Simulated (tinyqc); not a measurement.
Nucleation and growth of vacancy voids in a cooling silicon-like crystal: one step, computed by the program tinyqc. Command: `OMP_NUM_THREADS=1 python tinyqc.py 3030088 3030089 out.jsonl voids walk`. One thread of a shared host (Intel(R) Xeon(R) Processor @ 2.30GHz), about 0.5 s of CPU time with the checks.

Spherical voids; vacancies are lost only to voids.

Question. Nucleation rate at T with the initial excess. C_e = C_m exp[-(E_f/k_B)(1/T - 1/T_m)]; D = D0 exp(-E_m/(k_B T)); f = k_B T ln(C/C_e); r* = 2 gamma/(rho f); W* = 16 pi gamma^3/(3 rho^2 f^2); Z = f/sqrt(12 pi W* k_B T); I = rho Z (4 pi r* D C) exp(-W*/(k_B T)).

Inputs (values chosen for the exercise, for a model crystal): vacancy density at the melting point C_m = 7.2e+14 1/cm^3; formation energy E_f = 4.09 eV; melting point T_m = 1685 K; diffusion prefactor D0 = 0.00032 cm^2/s; migration energy E_m = 0.4 eV; site density rho = 5e+22 1/cm^3; void surface energy gamma = 0.933 J/m^2; temperature of the worked step T = 1330 K.

initial excess C = 1.90e+14 1/cm^3

Constants: k_B = 8.617333262e-05 eV/K; k_B = 1.380649e-23 J/K; e = 1.602176634e-19 C.

Give: C_e; D; driving force f; critical radius r*; W*/(k_B T); rate I.

Answer.

C_e = 3.9095e+11 1/cm^3

D = 9.7595e-06 cm^2/s

driving force f = 0.70900 eV

critical radius r* = 0.32854 nm

W*/(k_B T) = 22.972

rate I = 8.4909e+14 1/(cm^3 s)

Cooling by 10 K multiplies I by 4.1: nucleation switches on within a narrow range of temperature. Caution: at such a rate voids would have used up the initial excess before the crystal cooled to this T.
